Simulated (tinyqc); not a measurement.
Worked calculation: plane-wave Kohn-Sham cycle with exchange-only LDA in a layered model solid. One step of it, computed by the program tinyqc.

Problem. Iteration 1: potential. V_H(G) = 4 pi rho(G)/G^2 for G != 0 (uniform background); v_x = -(3 rho/pi)^(1/3); V = V_ext + V_H + v_x; Fourier components f(G_m) = (1/N) sum_j f(x_j) exp(-i G_m x_j).

A solid whose potential varies along x alone (atomic units):
```
parameter                      value
period a                   11.400000
cross-section of the cell  11.000000
electrons per cell                 2
grid points                       16
plane waves -n..n, n               2
k points                           2
V1 in V1 cos(2 pi x/a)     -0.670000
V2 in V2 cos(4 pi x/a)     -0.230000
```

density at the start, on the grid x_j = j a/N (e/bohr^3): [0.01594896, 0.01594896, 0.01594896, 0.01594896, 0.01594896, 0.01594896, 0.01594896, 0.01594896, 0.01594896, 0.01594896, 0.01594896, 0.01594896, 0.01594896, 0.01594896, 0.01594896, 0.01594896]

Give: Potentials on the grid; V(G_m), m = 0, 1, 2, ....

Solution.

Potentials on the grid (hartree):
```
x          V_ext     V_H      v_x        V
0.0000   -0.9000  0.0000  -0.2479  -1.1479
0.7125   -0.7816  0.0000  -0.2479  -1.0295
1.4250   -0.4738  0.0000  -0.2479  -0.7216
2.1375   -0.0938  0.0000  -0.2479  -0.3416
2.8500    0.2300  0.0000  -0.2479  -0.0179
3.5625    0.4190  0.0000  -0.2479   0.1712
4.2750    0.4738  0.0000  -0.2479   0.2259
4.9875    0.4564  0.0000  -0.2479   0.2085
5.7000    0.4400  0.0000  -0.2479   0.1921
6.4125    0.4564  0.0000  -0.2479   0.2085
7.1250    0.4738  0.0000  -0.2479   0.2259
7.8375    0.4190  0.0000  -0.2479   0.1712
8.5500    0.2300  0.0000  -0.2479  -0.0179
9.2625   -0.0938  0.0000  -0.2479  -0.3416
9.9750   -0.4738  0.0000  -0.2479  -0.7216
10.6875  -0.7816  0.0000  -0.2479  -1.0295
```

V(G_m), m = 0, 1, 2, ... (hartree): [-0.2479, -0.3350, -0.1150, 0.0000, 0.0000]
